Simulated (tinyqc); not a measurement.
# From thickness x back to temperature T

Model: Cabrera-Mott growth of a thin oxide under its own electric field. Computed by tinyqc, a small Python program. Command: `OMP_NUM_THREADS=1 python tinyqc.py 3005952 3005953 out.jsonl cabrera inv`. One thread of a shared host (Intel(R) Xeon(R) Processor @ 2.30GHz), about 0.07 s of CPU time with the checks.

Electrons cross the film freely and set a fixed potential V across it; the field V/x lowers the barrier for ions entering the oxide.

Inputs (values chosen for the exercise, for a model metal):
```
quantity                     value        unit
barrier W                     1.83          eV
Mott potential V               1.5           V
ion charge number z              2           -
half jump distance b           1.4    angstrom
prefactor u0 = N Omega nu  5.4e+12  angstrom/s
starting thickness x0          3.6    angstrom
time t                       65000           s
```

Backward hops: kept.

Constants: k_B = 8.617333262e-05 eV/K.

Method. u = u0 exp(-W/(k_B T)), X1 = z b V/(k_B T) with V in volts and k_B T in eV; dx/dt = 2 u sinh(X1/x). t(x) = int_(x0)^x dx / (dx/dt) by Gauss-Legendre quadrature (80 points on each side of (x0 + 2 x)/3), solved for x.

Question. A run gave the result below. Find the temperature T, known to lie between 270 and 630 K.

thickness x = 33.88875 angstrom

Answer.

Each step takes the trial c = (a f_b - b f_a)/(f_b - f_a), f being the result less the target and a, b, c the logarithms of the listed values; c replaces end b, the old b replaces a if the sign of f changed, and otherwise f_a is halved.

Scan of the range:
```
temperature T (K)  thickness x (angstrom)
270                                 4.984
311                                 5.953
358                                 7.582
412                                10.783
475                                19.317
547                                61.009
630                               504.958
```

False position (Illinois rule, in the logarithm of the input) inside the bracket:
```
step    end a    end b    trial  thickness x (angstrom)
1     475.000  547.000  499.018                 26.1983
2     547.000  499.018  509.242                 30.4431
3     547.000  509.242  516.676                 34.2672
4     509.242  516.676  515.936                 33.8531
5     516.676  515.936  515.999                 33.8884
6     516.676  515.999  516.001                 33.8891
7     515.999  516.001  516.000                 33.8888
```

Thickness x rises at every point of a 13-point scan of the range (every second point is shown), so one value fits; it is bracketed by 475 and 547. Answer: temperature T = 516.0 K.

Caution: the starting field or rate is formal: the first layers form as fast as oxygen arrives.
